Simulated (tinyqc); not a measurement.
Worked calculation: CIS on RHF in the sto-3g basis, for H4, spin multiplicity 1. One step of it, computed by the program tinyqc.

Problem. CIS singlet states. Diagonalise A (1 hartree = 27.211386 eV); each vector has its largest component positive (the first on a tie). The transition dipole is mu = sqrt2 sum c_ia <i|r|a>.

CIS matrix A, singlet (hartree), lower triangle:
```
          1>3       1>4       2>3       2>4
1>3  0.864316
1>4  0.000000  1.100372
2>3  0.000000  0.051058  0.762895
2>4  0.009254  0.000000  0.000000  1.054012
```

dipole integrals <i|r|a> (bohr):
```
            x         y          z
1>3  0.000000  0.000000   0.000000
1>4  0.000000  0.000000   0.602578
2>3  0.000000  0.000000  -1.283332
2>4  0.000000  0.000000   0.000000
```

Give: singlet excitation energies; lowest vectors; oscillator strengths 2/3 w |mu|^2.

Solution.

singlet excitation energies (eV): 20.554  23.507  28.693  30.148

lowest vectors:
```
     state 1  state 2  state 3  state 4
1>3    0.000    0.999    0.049    0.000
1>4   -0.146    0.000    0.000    0.989
2>3    0.989    0.000    0.000    0.146
2>4    0.000   -0.049    0.999    0.000
```

oscillator strengths 2/3 w |mu|^2: 1.857  0.000  0.000  0.246
